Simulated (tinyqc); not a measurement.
Inside a calculation. Model: capacitance measurement on a leaky thin oxide: effects of series resistance and leakage.

Computed by the program tinyqc: `OMP_NUM_THREADS=1 python tinyqc.py 2022118 2022119 out.jsonl`, one thread of a shared Intel Xeon 2.30GHz, about 0.01 s for the whole run. Printed values are rounded.

The device is a capacitance C in parallel with a leakage conductance G, in series with Rs and Ls. An impedance meter reports either a parallel pair (Cp, Gp) from Y = 1/Z = Gp + i w Cp or a series pair (Cs, Rm) from Z = Rm + 1/(i w Cs); w = 2 pi f, dissipation D = Gp/(w |Cp|).

Values chosen for this exercise; values of the order met in thin-oxide MOS capacitors:
- eox = 7.3 (relative permittivity of the gate insulator (close to silicon nitride))
- tox = 3.2 nm (insulator thickness)
- A = 400 um^2 (gate area)
- zc = 0.25 nm (oxide-equivalent thickness added by the accumulation layer)
- zp = 0 nm (oxide-equivalent thickness added by gate depletion)
- Jg = 0.00028 A/cm^2 (gate leakage current density, not matched to the thickness)
- Vs = 0.4 V (voltage for an e-fold rise of the leakage)
- Rs = 72 ohm (series resistance)
- Ls = 0 nH (series inductance)
- f = 2e5 Hz (measuring frequency)

Constants: eps0 = 8.8541878128e-14 F/cm where lengths are in cm. Results are converted to the units shown.

## True capacitance and conductance

EOT = 3.9 tox/eox; CET = EOT + zc + zp; C = 3.9 eps0 A/CET; G = Jg A/Vs.

EOT = 1.709589 nm
CET = 1.959589 nm
C = 7.048689 pF
G = 0.0028 uS

## What the meter reports

Z = Rs + i w Ls + 1/(G + i w C).

Z = (0.001077-1.128968i) x 1e5 ohm
Cp = 7.048683 pF
Gp = 0.008448959 uS
Cs = 7.048689 pF
D = 9.538616e-4

Cp is within 0.01 % of C and Cs is within 0.01 % of it; G Rs = 2.02e-7, w C Rs = 6.38e-4 and G/(w C) = 3.16e-4.
